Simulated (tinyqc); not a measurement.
Reverse leakage of an n+-p junction: diffusion, generation, trap-assisted and band-to-band tunnelling: one step of the calculation.

One-sided abrupt junction in the depletion approximation, x from the junction (0) to W on the p side, field F = F0 (1 - x/W). Flat quasi-Fermi levels, long p side. Traps generate through SRH with both lifetimes shortened by 1 + Gamma (Hurkx enhancement, form for moderate fields); band-to-band generation is local and needs a total bending above Eg.

Task. Current components. u = (Vbi + VR)(1 - x/W)^2, p = Na exp(-u/Vt), n = Nd exp((u - Vbi - VR)/Vt); G0 = ni^2 (1 - exp(-VR/Vt))/(tau (n + p + 2 ni cosh(Et/Vt))); Gamma = 2 sqrt(3 pi)(F/FG) exp((F/FG)^2); trap-assisted part G0 Gamma; G_bb = Ab F^2.5 exp(-Bb/F) with F in V/cm, zero unless Vbi + VR > Eg. 16 equal steps.

Each current is q times the trapezoid sum of its rate; J adds J_diff; J_bb under 1e-8 of the sum is given as 0.

Constants: q = 1.602176634e-19 C. Results are converted to the units shown.

| point | x (nm) | G0 (cm^-3 s^-1) | G0 Gamma (cm^-3 s^-1) | G_bb (cm^-3 s^-1) |
|---|---|---|---|---|
| 0 | 0.00000 | 1.3146876e7 | 4.2641937e7 | 2.2473531e-25 |
| 1 | 29.22961 | 4.1409050e14 | 1.2304297e15 | 6.5066277e-29 |
| 2 | 58.45921 | 2.5670481e16 | 6.9671469e16 | 5.9530701e-33 |
| 3 | 87.68882 | 2.5670631e16 | 6.3407723e16 | ~0 |
| 4 | 116.91842 | 2.5670631e16 | 5.7450805e16 | ~0 |
| 5 | 146.14803 | 2.5670631e16 | 5.1769066e16 | ~0 |
| 6 | 175.37763 | 2.5670631e16 | 4.6332650e16 | ~0 |
| 7 | 204.60724 | 2.5670631e16 | 4.1113633e16 | ~0 |
| 8 | 233.83684 | 2.5670631e16 | 3.6085793e16 | ~0 |
| 9 | 263.06645 | 2.5670615e16 | 3.1224371e16 | ~0 |
| 10 | 292.29605 | 2.5649435e16 | 2.6484073e16 | ~0 |
| 11 | 321.52566 | 1.8595261e16 | 1.5869786e16 | ~0 |
| 12 | 350.75526 | 4.3916460e14 | 2.9783511e14 | ~0 |
| 13 | 379.98487 | 9.0201882e12 | 4.5641712e12 | ~0 |
| 14 | 409.21447 | 5.5567501e11 | 1.8674937e11 | 0 |
| 15 | 438.44408 | 1.0435319e11 | 1.7496208e10 | 0 |
| 16 | 467.67368 | 5.9758389e10 | 0 | 0 |

J_diff = 6.0250115e-12 A/cm^2

Give: J_SRH; J_TAT; J_bb; J.

Result.

J_SRH = 1.1730e-7 A/cm^2
J_TAT = 2.0650e-7 A/cm^2
J_bb = 0 A/cm^2
J = 3.2380e-7 A/cm^2

Range of the model: The n+ side is degenerate, so Vbi from Boltzmann statistics is only a guide.

Program tinyqc, `OMP_NUM_THREADS=1 python tinyqc.py 2290012 2290013 out.jsonl`; Intel Xeon 2.30GHz, shared host, one thread, about 0.01 s.

~0 in a residual or rate marks an entry under 1e-11 of the largest of its column.
